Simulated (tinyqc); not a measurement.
Inside a calculation: five-level k.p model folded onto the conduction band. Values are carried at full precision from step to step, so a last printed digit may differ when a step is redone from the rounded ones.

Second-order sums for the lowest conduction level at E: 1/m = 1 + Cm + (Ep/3)(2/E + 1/(E + Dso)) - (Ep2/3)(2/(E7 + D2 - E) + 1/(E7 - E)); g/2 = 1 + Cg - (Ep/3)(1/E - 1/(E + Dso)) - (Ep2/3)(1/(E7 - E) - 1/(E7 + D2 - E)). E is counted from the top of the valence band; E = Eg at the edge.

Constants: hbar^2/2m0 = 3.80998211 eV angstrom^2.

Parameters, chosen for this exercise (near those of InP; the results hold for these values, not for the real material):
- Eg = 1.363 eV (gap at Gamma to the s-like level)
- Dso = 0.102 eV (spin-orbit splitting)
- Ep = 20.9 eV (Kane energy)
- E7 = 4.64 eV (upper Gamma7 conduction level, from the valence top)
- D2 = 0.08 eV (its spin-orbit splitting, Gamma8 above Gamma7)
- Ep2 = 3.7 eV (Kane energy to the upper levels)
- Cm = -2.5 (remote term in 1/m)
- Cg = -0.02 (remote term in g/2)
- k = 0.079 1/angstrom (wave vector along z)

## Mass and g factor term by term

Evaluate at E = Eg.

Terms:
```
level           part of 1/m  part of g
free + remote       -1.5000     1.9600
Gamma8 valence      10.2225   -10.2225
Gamma7 valence       4.7554     9.5108
Gamma8 upper        -0.7348     0.7348
Gamma7 upper        -0.3764    -0.7527
```

m = 0.0809 m0
g = 1.230

The valence levels give 14.98 to 1/m and the upper levels take 1.11 away. In g the two valence terms nearly cancel when Dso is small against Eg; here Dso/Eg = 0.07 and they leave -0.712, the upper pair -0.018.

## The matrix at one k

For k along z and one spin sector the level c couples to four states. With c0 = hbar^2/2m0, P = sqrt(Ep c0), P2 = sqrt(Ep2 c0): diagonal Eg + (1 + Cm) c0 k^2 for c, and 0, -Dso, E7 + D2, E7 for lh, so, G8 up, G7 up (their own dispersion is left out); couplings of c: sqrt(2/3) P k to lh, sqrt(1/3) P k to so, sqrt(2/3) P2 k to G8 up, sqrt(1/3) P2 k to G7 up (phases chosen real).

Fill in the matrix.

H (eV), lower triangle:
```
             c  lh        so    G8 up    G7 up
c      1.32733
lh     0.57559   0
so     0.40701   0  -0.10200
G8 up  0.24218   0         0  4.72000
G7 up  0.17125   0         0        0  4.64000
```

## Exact folding onto c

Solve E = H_cc + S(E), S(E) = sum_j H_cj^2/(E - H_jj), from E = H_cc, by plain substitution and by Newton steps on E - H_cc - S(E). The weight of c in the state is Z = 1/(1 - dS/dE). The exact level is the third eigenvalue of H from below.

Iterates (eV):
```
step  substitution   Newton
0          1.32733  1.32733
1          1.66669  1.59310
2          1.59070  1.60274
3          1.60511  1.60275
4          1.60229  1.60275
5          1.60284  1.60275
6          1.60273  1.60275
7          1.60275  1.60275
```

exact level = 1.60275 eV
Z = 0.8367

Substitution multiplies the error by about dS/dE = 1 - 1/Z = -0.195 a step, so it alternates; after 7 steps it is off by 3.4e-06 eV, while Newton is within 1e-5 eV from step 2 on.

## Loewdin series

Expanding E = H_cc + S(E) about Eg in powers of k^2, with s_n = sum_j H_cj^2/(Eg - H_jj)^n: order k^2: e2 = (1 + Cm) c0 k^2 + s1; order k^4: e4 = -s2 e2; order k^6: e6 = s3 e2^2 + s2^2 e2.

Give each order and the partial sums, counted from Eg.

s1 (eV), s2 (no unit), s3 (1/eV); (1 + Cm) c0 k^2 is H_cc - Eg: 0.32973  0.26346  0.18114

e2, e4, e6 (eV): 0.29406  -0.07747  0.03607

partial sums (eV): 0.29406  0.21659  0.25266

The exact value is 0.23975 eV; the errors of the partial sums are +54.31, -23.16 and +12.91 meV.

## Checks

- Curvature of the exact level at small k against the sum for 1/m: both 12.367.

Program tinyqc; command `OMP_NUM_THREADS=1 python tinyqc.py 1050372 1050373 out.jsonl`; about 0.01 s on one thread of a shared Intel(R) Xeon(R) Processor @ 2.30GHz.
